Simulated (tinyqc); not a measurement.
# Transfer length from front and end resistance

Question. A contact of length d and width W has Rc = (Rsh Lt/W) coth(d/Lt) and Re = (Rsh Lt/W)/sinh(d/Lt), with Rsh the sheet resistance under the metal and Lt = sqrt(rc/Rsh). Find Lt, Rsh and rc.

Parameters, values chosen for the exercise:
- d = 0.23 um (contact length)
- W = 95 um (contact width)

Rc = 1.4822424 ohm
Re = 1.4556912 ohm

Answer. Rc/Re = cosh(d/Lt) gives Lt, and Re then gives Rsh.

Lt = 1.206 um
Rsh = 22.00 ohm/sq
rc = 3.200e-7 ohm cm^2

tinyqc, about 0.01 s, one thread, Intel Xeon 2.30GHz (shared host): `OMP_NUM_THREADS=1 python tinyqc.py 2760141 2760142 out.jsonl`
